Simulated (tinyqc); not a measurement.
Do the excited 1s states matter for ionisation? Model: valley-orbit splitting of a donor ground state, with strain. Computed by tinyqc, a small Python program. Command: `OMP_NUM_THREADS=1 python tinyqc.py 3009407 3009408 out.jsonl valleyorbit walk`. One thread of a shared host (Intel(R) Xeon(R) Processor @ 2.30GHz), about 0.01 s of CPU time with the checks.

The basis is the 1s envelope in each valley; energies are counted from the unstrained conduction-band edge. The strain is e_s (a a^T - 1/3) for the unit stress axis a, so valley j along n_j moves by Xi_u e_s w_j with w_j = (n_j.a)^2 - 1/3: -1/3 for x and y, +2/3 for z.

Inputs (values chosen for the exercise, modelled on donors in silicon):
```
quantity                                    value   unit
single-valley binding energy E_0             32.3    meV
central-cell shift Lambda                    4.32    meV
coupling Delta_1                              2.3    meV
coupling Delta_2                              1.5    meV
shear deformation potential Xi_u             8.44     eV
donor density N_D                         2.3e+17  cm^-3
density-of-states mass of one valley m_e    0.336    m_0
```

Valleys: six along <100>. Stress axis: [001].

Constants: k_B = 8.617333262e-05 eV/K; m_0 = 9.1093837015e-31 kg; k_B = 1.380649e-23 J/K; h = 6.62607015e-34 J s.

Method:
- By symmetry: E(A1) = E_0 + Lambda + 4 Delta_1 + Delta_2 (one state), E(T2) = E_0 + Lambda - Delta_2 (three), E(E) = E_0 + Lambda - 2 Delta_1 + Delta_2 (two), as binding energies.
- H_jj = -(E_0 + Lambda) + Xi_u e_s w_j; H_jk = -Delta_2 between opposite valleys and -Delta_1 between perpendicular ones.
- z = sum over levels of exp(-(E - E_ground)/k_B T), the ground-state share being 1/z; N_c = 2 (2 pi m_e k_B T/h^2)^(3/2) sum_j exp(-(shift_j - lowest shift)/k_B T); n1 = N_c/(2 z) exp(-binding/k_B T), binding = lowest shift - E_ground; without compensation n = 2 N_D/(1 + sqrt(1 + 4 N_D/n1)) (Boltzmann statistics; p and higher states left out).
- No strain here. The last two columns set z = 1, with the A1 depth, or use one level at E_0 with z equal to the number of valleys.

E(A1) = 47.32 meV

Ionised share:
```
T (K)       z  all 1s states  ground state alone  no splitting
27     1.0212     4.9776e-05          5.0300e-05    5.1784e-04
46     1.1997     4.5576e-03          4.9909e-03    1.3491e-02
69     1.5819     3.8659e-02          4.8376e-02    6.9074e-02
100    2.1314     1.4264e-01          2.0103e-01    1.9671e-01
140    2.7285     3.1727e-01          4.6425e-01    3.7997e-01
220    3.5421     6.0588e-01          8.0405e-01    6.5100e-01
370    4.3435     8.4378e-01          9.5402e-01    8.6003e-01
```

What does the comparison show, and why?

z grows from 1.021 to 4.34 of at most 6. Leaving out the excited states overstates the ionised share by up to 46.3 % (at 140 K); ignoring the splitting misses by a factor 10.4 at the lowest T and 1.02 at the highest.

Extremes, crossings and ranges named in words are read from the listed rows.
